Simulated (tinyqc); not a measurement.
What each parameter does: Landau levels of a parabolic two-dimensional band.

E(N, s) = (N + 1/2) hbar wc + s gs muB B with s = +/-1/2.

In a field B along z: l = 1/sqrt((e/hbar) B) is the magnetic length, n_B = B/(h/e) the number of states per area in one level, hbar wc = 2 muB B/m for mass m in m0; 1/angstrom^2 = 1e16/cm^2.

Each listed level takes n_B electrons. At zero temperature and without broadening EF sits in the partly filled level.

Constants: hbar^2/2m0 = 3.80998211 eV angstrom^2; e/hbar = 1.519267448e-05 1/(T angstrom^2); h/e = 413566.7697 T angstrom^2; muB = 5.788381798e-05 eV/T.

Values chosen for the exercise (near those of a two-dimensional electron gas in Ge (111); shifted at random, so the results belong to these values and not to a real crystal):

| symbol | value | unit | meaning |
|---|---|---|---|
| m | 0.0834 | m0 | mass |
| gs | 0.88 |  | g factor |
| gv | 1 |  | valleys |
| B | 1.4 | T | magnetic field |
| n | 2 | x 1e11/cm^2 | electron sheet density |

The second and third levels from below, nu = n/n_B, and EF. Each row changes one parameter from the base and keeps the others.

Results:

| case | second level (meV) | third level (meV) | nu | EF (meV) |
|---|---|---|---|---|
| base | 1.01 | 2.88 | 5.91 | 4.89 |
| B = 1.68 T | 1.21 | 3.46 | 4.92 | 5.79 |
| m = 0.1 m0 | 0.85 | 2.40 | 5.91 | 4.09 |
| gs = 0.748 | 1.00 | 2.88 | 5.91 | 4.89 |
| n = 1.7 x 1e11/cm^2 | 1.01 | 2.88 | 5.02 | 4.89 |

The largest shifts from the base row, up to three for each result and ties (the steps differ in size, so this ranks the rows, not the parameters). second level (meV): B +0.20, m -0.16, gs -0.01; unchanged at the printed digits by n. third level (meV): B +0.58, m -0.48; unchanged at the printed digits by gs and n. nu: B -0.98, n -0.89; unchanged at the printed digits by m and gs. EF (meV): B +0.89, m -0.81; unchanged at the printed digits by gs and n.

Run: tinyqc, `OMP_NUM_THREADS=1 python tinyqc.py 1250461 1250462 out.jsonl`; Intel(R) Xeon(R) Processor @ 2.30GHz, one thread, shared host; about 0.01 s of CPU time with all checks.
